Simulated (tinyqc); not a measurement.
# Series resistance and length offset from two lengths at two overdrives

Inverse problem. In strong inversion R W = Rsd + k(x)(L - dL), k(x) = (1 + th1 x)/(mu0 Cox x), x the overdrive, Cox = eps0 eox/tox, with Rsd and dL independent of x. Find dL, Rsd, mu0 and th1.

Values chosen for this exercise:
- eox = 3.9 (relative permittivity of the gate insulator (close to silicon dioxide))
- tox = 3.2 nm (insulator thickness)

Constants: eps0 = 8.8541878128e-14 F/cm where lengths are in cm. Results are converted to the units shown.

total resistance times width (ohm um):

|  | L = 0.056 um | L = 0.38 um |
|---|---|---|
| overdrive 0.46 V | 1231.05375 | 7295.86712 |
| overdrive 0.96 V | 828.842544 | 4060.69003 |

Solution. At each overdrive R W is a straight line in L; the two lines cross at L = dL, R W = Rsd. Their slopes give k x = (1 + th1 x)/(mu0 Cox), a straight line in x.

dL = 0.0100 um
Rsd = 370 ohm um
mu0 = 120 cm^2/(V s)
th1 = 0.250 1/V

Numbers from tinyqc (`OMP_NUM_THREADS=1 python tinyqc.py 2210074 2210075 out.jsonl`; about 0.01 s on one thread of a shared Intel Xeon 2.30GHz).
